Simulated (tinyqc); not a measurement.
Free and trapped electrons in a MOS channel with a dense trap tail: two steps of the calculation.

p-type body, charge-sheet picture, full ionisation (an idealisation for deep acceptors), Boltzmann statistics for free electrons. e = Ec - EF at the surface. Acceptor-like traps of density D(E) = D0 + De exp(-E/Ew) at depth E below Ec, from 0 to Eu, hold n_t = integral of D(E)/(1 + exp((e - E)/Vt)). psi = Eg - Vt ln(Nv/Na) - e; N_dep = sqrt(2 eps0 eps_r Na (psi - Vt)/q); n_f = sqrt(N_dep^2 + 2 eps0 eps_r Vt Nc exp(-e/Vt)/q) - N_dep; Vg = Vfb + psi + q (N_dep + n_t + n_f)/Cox, Cox = eps0 eox/tox.

Parameters, values chosen for the exercise; band and dielectric values close to those of 4H silicon carbide:
- T = 400 K (temperature)
- Eg = 3.26 eV (band gap)
- eps_r = 9.55 (relative permittivity)
- Nc = 2.63e19 cm^-3 (conduction-band density of states at T)
- Nv = 3.91e19 cm^-3 (valence-band density of states at T)
- eox = 3.9 (relative permittivity of the insulator)
- tox = 28 nm (insulator thickness)
- Na = 5.3e15 cm^-3 (acceptor density)
- Vfb = -2.25 V (flat-band voltage without trapped charge)
- D0 = 9.9e10 cm^-2 eV^-1 (constant background density of acceptor-like traps)
- De = 3.3e12 cm^-2 eV^-1 (density of the tail at the conduction edge)
- Ew = 0.1 eV (decay energy of the tail)
- Eu = 0.55 eV (depth below Ec down to which the traps reach)
- mf = 74 cm^2/(V s) (mobility of free electrons)
- e = 0.222 eV (Ec - EF at the surface)

Constants: q = 1.602176634e-19 C, kB = 1.380649e-23 J/K, Vt = kB T/q, eps0 = 8.8541878128e-14 F/cm where lengths are in cm. Results are converted to the units shown.

Task 1. Trapped charge. Trapezoid rule on 16 equal steps from 0 to Eu, f = 1/(1 + exp((e - E)/Vt)).

Give: E; D(E) f; n_t.

Result 1.

```
point    E (eV)  D(E) f (cm^-2 eV^-1)
0             0              5.4148e9
1      0.034375             1.0504e10
2      0.068750             2.0379e10
3       0.10312             3.9299e10
4       0.13750             7.4046e10
5       0.17188             1.3078e11
6       0.20625             2.0105e11
7       0.24063             2.5055e11
8       0.27500             2.5513e11
9       0.30938             2.3034e11
10      0.34375             1.9925e11
11      0.37812             1.7236e11
12      0.41250             1.5174e11
13      0.44688             1.3662e11
14      0.48125             1.2575e11
15      0.51562             1.1800e11
16      0.55000             1.1248e11
```

n_t = 7.4757e10 cm^-2

Task 2. Charges and gate voltage. psi, N_dep, n_f and Vg as defined, with the n_t given; free share n_f/(n_f + n_t); apparent mobility mf n_f/(n_f + n_t); gate voltage spent on traps q n_t/Cox.

n_t = 7.4756732e10 cm^-2

Give: psi; N_dep; n_f; Vg; free share; apparent mobility; gate voltage spent on traps.

Result 2.

psi = 2.731 V
N_dep = 3.884e11 cm^-2
n_f = 1.918e10 cm^-2
Vg = 1.108 V
free share = 20.42 %
apparent mobility = 15.11 cm^2/(V s)
gate voltage spent on traps = 0.09712 V

tinyqc, about 0.02 s, one thread, Intel Xeon 2.30GHz (shared host): `OMP_NUM_THREADS=1 python tinyqc.py 2222241 2222242 out.jsonl`
